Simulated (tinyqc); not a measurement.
Gated graphene: carriers, quantum capacitance and optical conductivity: one step. Quantum capacitance. Two cases, with inputs chosen for the exercise.

Problem. 1/(eV angstrom^2) in C/e^2 equals 1602.176634 microfarad/cm^2; 1/C = 1/Cox + 1/Cq.

Cones E = +/- hv |k|, four flavours, D(E) = 2|E|/(pi hv^2). n = (2/pi)(kT/hv)^2 F_1(mu/kT), p = (2/pi)(kT/hv)^2 F_1(-mu/kT), in 1/angstrom^2 (1e16 for 1/cm^2); F_1(eta) = integral_0^infinity x dx/(1 + exp(x - eta)). Cq/e^2 = d(n - p)/d mu = (2 kT/(pi hv^2)) ln(2 + 2 cosh(mu/kT)).

Constants: kB = 8.617333262e-05 eV/K.

Case 1.

Values chosen (out of a larger set: Fermi velocity near that of graphene, gate dielectric near HfO2; not measured data): hv = 7.03 eV angstrom (hbar vF); T = 300 K.

mu = 0.227406 eV
Cox = 1.57782 microfarad/cm^2

Case 2.

Values chosen (out of a larger set: Fermi velocity near that of graphene, gate dielectric near hBN; not measured data): hv = 7.08 eV angstrom (hbar vF); T = 300 K.

mu = -0.158677 eV
Cox = 0.102709 microfarad/cm^2

Give: Cq; C; Cq at mu = 0.

Solution.

Case 1.

Cq = 4.693 microfarad/cm^2
C = 1.181 microfarad/cm^2
Cq at mu = 0 = 0.7397 microfarad/cm^2

C is 0.748 of Cox.

Case 2.

Cq = 3.231 microfarad/cm^2
C = 0.09954 microfarad/cm^2
Cq at mu = 0 = 0.7292 microfarad/cm^2

C is 0.969 of Cox.

Computed by tinyqc, one run a case: `OMP_NUM_THREADS=1 python tinyqc.py N N+1 out.jsonl` with N = 1651078, 1651363; one thread of a shared Intel(R) Xeon(R) Processor @ 2.30GHz, about 0.01 s a run at most.
